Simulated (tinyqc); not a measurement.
Born-Oppenheimer dynamics on the RHF/sto-3g surface (energies and gradients from PySCF), for BeH2, spin multiplicity 1, step by step. Computed by tinyqc, a small Python program that keeps every step (integrals from PySCF). Settings: charge = 0, multiplicity = 1, basis = sto-3g, time step (fs) = 0.5, steps = 24. Command: `OMP_NUM_THREADS=1 python tinyqc.py 21470 21471 out.jsonl` (the two numbers bound the seeds that draw the settings). One thread of a shared host (Intel(R) Xeon(R) Processor @ 2.60GHz), about 2 s of CPU time with the checks.

## Velocity Verlet step 1

positions (bohr):
```
          x        y       z
1Be  0.0094  -0.0094  0.1701
2H   0.0831   2.2847  0.0094
3H   0.0378  -2.4982  0.1209
```

velocities (bohr per atomic time unit):
```
              x           y           z
1Be  -0.0000496   0.0000148   0.0001836
2H    0.0003464  -0.0001882  -0.0011044
3H    0.0000974   0.0000558  -0.0005374
```

gradient (hartree/bohr):
```
             x          y          z
1Be  -0.001235   0.049518   0.002362
2H   -0.000010  -0.037851   0.000162
3H    0.001245  -0.011667  -0.002524
```

masses (electron masses): 1Be 16428.2028, 2H 1837.1526, 3H 1837.1526

gradient after step 1 (hartree/bohr):
```
             x          y          z
1Be  -0.001392   0.048008   0.002984
2H    0.000019  -0.036923   0.000042
3H    0.001373  -0.011085  -0.003026
```

dt = 0.5 fs = 20.6707 atomic units; x' = x + v dt - g dt^2 / (2m); after the new gradient g', v' = v - (g + g') dt / (2m).

positions after step 1 (bohr):
```
          x        y        z
1Be  0.0084  -0.0098   0.1738
2H   0.0903   2.2852  -0.0134
3H   0.0397  -2.4957   0.1101
```

velocities after step 1 (bohr per atomic time unit):
```
              x           y           z
1Be  -0.0000480  -0.0000466   0.0001802
2H    0.0003463   0.0002325  -0.0011055
3H    0.0000826   0.0001838  -0.0005062
```

## Velocity Verlet step 2

gradient after step 2 (hartree/bohr):
```
             x          y          z
1Be  -0.001646   0.042592   0.003842
2H    0.000165  -0.032939  -0.000363
3H    0.001481  -0.009653  -0.003480
```

As before.

positions after step 2 (bohr):
```
          x        y        z
1Be  0.0075  -0.0114   0.1775
2H   0.0975   2.2943  -0.0363
3H   0.0412  -2.4906   0.1000
```

velocities after step 2 (bohr per atomic time unit):
```
              x           y           z
1Be  -0.0000461  -0.0001035   0.0001759
2H    0.0003453   0.0006255  -0.0011037
3H    0.0000666   0.0003005  -0.0004696
```

## Energy conservation

The total energy should stay constant up to terms of order dt^2; the step counts as short enough if it moves by less than 2 % of the largest kinetic energy.

Trajectory:
```
time (fs)  1Be-2H (angstrom)  potential (hartree)  kinetic (hartree)  total (hartree)
0.0000                1.2176           -15.558249           0.001839       -15.556410
0.5000                1.2193           -15.558271           0.001859       -15.556413
1.0000                1.2263           -15.558660           0.002237       -15.556423
1.5000                1.2380           -15.559252           0.002814       -15.556437
2.0000                1.2536           -15.559823           0.003373       -15.556450
2.5000                1.2718           -15.560172           0.003715       -15.556458
3.0000                1.2913           -15.560175           0.003717       -15.556458
3.5000                1.3109           -15.559814           0.003361       -15.556453
4.0000                1.3292           -15.559165           0.002722       -15.556444
4.5000                1.3452           -15.558372           0.001939       -15.556433
5.0000                1.3580           -15.557602           0.001179       -15.556423
5.5000                1.3670           -15.557007           0.000591       -15.556416
6.0000                1.3718           -15.556698           0.000284       -15.556413
6.5000                1.3720           -15.556718           0.000303       -15.556415
7.0000                1.3677           -15.557047           0.000627       -15.556420
7.5000                1.3592           -15.557605           0.001177       -15.556428
8.0000                1.3469           -15.558268           0.001831       -15.556437
8.5000                1.3313           -15.558894           0.002449       -15.556445
9.0000                1.3135           -15.559347           0.002895       -15.556452
9.5000                1.2944           -15.559526           0.003071       -15.556455
10.0000               1.2752           -15.559392           0.002939       -15.556453
10.5000               1.2571           -15.558988           0.002542       -15.556445
11.0000               1.2415           -15.558437           0.002002       -15.556434
11.5000               1.2293           -15.557923           0.001501       -15.556422
12.0000               1.2217           -15.557639           0.001225       -15.556413
```

The total energy moves within 4.9e-05 hartree, under 2 % of the largest kinetic energy.
